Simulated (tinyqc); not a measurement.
On-chip interconnect, size-dependent resistivity and RC delay: one step of the calculation.

A rectangular line between two neighbours and two ground planes. Surface and grain-boundary scattering are added to the bulk resistivity as corrections; capacitances are parallel-plate values without fringing; inductance is ignored.

Question. Node voltages after a time step. A 1 V step is applied behind Rd at t = 0. C dv/dt = -G v + b, with G the conductance matrix of the ladder (1/Rs between neighbours, 1/Rd added at node 0) and b = (1 V/Rd, 0, ...). Trapezoidal step: (C/dt + G/2) v(new) = (C/dt - G/2) v + b.

Values chosen for this exercise:

| symbol | value | unit | meaning |
|---|---|---|---|
| Rd | 850 | ohm | driver resistance |
| dt | 3.4 | ps | time step |

Rs = 76.340991 ohm

```
node      C (fF)  v at t = 0 (V)
0     0.79720894               0
1      1.5944179               0
2      1.5944179               0
3      1.5944179               0
4      1.5944179               0
5      1.5944179               0
6     0.93720894               0
```

Give: v at t = 1 dt.

Answer.

v at t = 1 dt, node 0 to 6 (V): 0.52895  0.41577  0.33236  0.27274  0.23265  0.20922  0.20077

tinyqc, about 0.01 s, one thread, Intel Xeon 2.30GHz (shared host): `OMP_NUM_THREADS=1 python tinyqc.py 2100074 2100075 out.jsonl`
